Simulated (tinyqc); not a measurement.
Shallow donor in an anisotropic valley (effective-mass theory), step by step. Values are carried at full precision from step to step, so a last printed digit may differ when a step is redone from the rounded ones.

Constants: Ry = 13.60569312 eV; a0 (Bohr radius) = 0.5291772105 angstrom; hbar^2/2m0 = 3.80998211 eV angstrom^2; e^2/(4 pi eps0) = 14.39964547 eV angstrom.

Inputs chosen for the exercise (near those of GaP; the results hold for these values, not for the real material):
- ml = 2.061 m0 (longitudinal mass)
- mt = 0.253 m0 (transverse mass)
- eps = 10.8 (dielectric constant)
- a = 14.8 angstrom (trial radius across the axis)
- b = 5.7 angstrom (trial radius along the axis)

## Hydrogen-like estimates

Ry* = Ry m/eps^2 and a* = a0 eps/m for four choices of one mass: mt, the conductivity mass 3/(1/ml + 2/mt), the density-of-states mass (ml mt^2)^(1/3), and ml.

Estimates:
```
mass               m (m0)  Ry* (meV)  a* (angstrom)
mt                 0.2530      29.51          22.59
conductivity       0.3576      41.71          15.98
density of states  0.5091      59.38          11.23
ml                 2.0610     240.41           2.77
```

## Energy of one trial function

One valley: H = -c [(d2/dx2 + d2/dy2)/mt + (d2/dz2)/ml] - q/(eps r), c = hbar^2/2m0, q = e^2/(4 pi eps0). Trial function exp(-sqrt((x^2 + y^2)/a^2 + z^2/b^2)) with a > b: T = (c/3)(2/(mt a^2) + 1/(ml b^2)), V = -(q/eps) atan(u/b)/u, u = sqrt(a^2 - b^2). The central cell of the impurity is left out.

Evaluate T, V and E. Scaling both radii by f changes T to T/f^2 and V to V/f, so the best factor is f = -2T/V, with energy -V^2/(4T).

T = 64.800 meV
V = -114.744 meV
E = -49.945 meV
best scale factor = 1.1295
energy after scaling = -50.796 meV

The virial ratio -V/T is 1.771; it is 2 at the best scale. Scaling gains 0.851 meV.

## Scan over the shape

For each ratio b/a = 0.2, 0.3, ..., 0.9 the best scale follows from a = -2 T1/V1, with T1 and V1 taken at a = 1 angstrom.

Scan:
```
b/a  a (angstrom)  b (angstrom)  E (meV)
0.2         27.31          5.46  -34.120
0.3         19.08          5.73  -46.362
0.4         16.47          6.59  -51.188
0.5         15.51          7.76  -51.968
0.6         15.21          9.12  -50.813
0.7         15.21         10.65  -48.801
0.8         15.39         12.31  -46.463
0.9         15.66         14.09  -44.057
```

The best listed ratio is 0.5; (mt/ml)^(1/2) = 0.35 and (mt/ml)^(1/3) = 0.50 are common guesses.

## The minimum

Minimise over a and b. The Mott estimate n_c = (0.25/a_m)^3 uses a_m = (a^2 b)^(1/3); 1/angstrom^3 = 1e24/cm^3.

a = 15.64 angstrom
b = 7.49 angstrom
E = -52.016 meV
a_m = 12.24 angstrom
n_c = 8.53 x 1e18/cm^3

b/a = 0.478. The binding energy is 1.763 times Ry*(mt). The central cell of a real donor shrinks the orbit and raises n_c.

## Checks

- Energy from 21 anisotropic Gaussians against the two-parameter function, meV: -52.15 against -52.02.

(tinyqc, `OMP_NUM_THREADS=1 python tinyqc.py 1250889 1250890 out.jsonl`, Intel(R) Xeon(R) Processor @ 2.30GHz, 1 thread, shared host, about 0.01 s.)
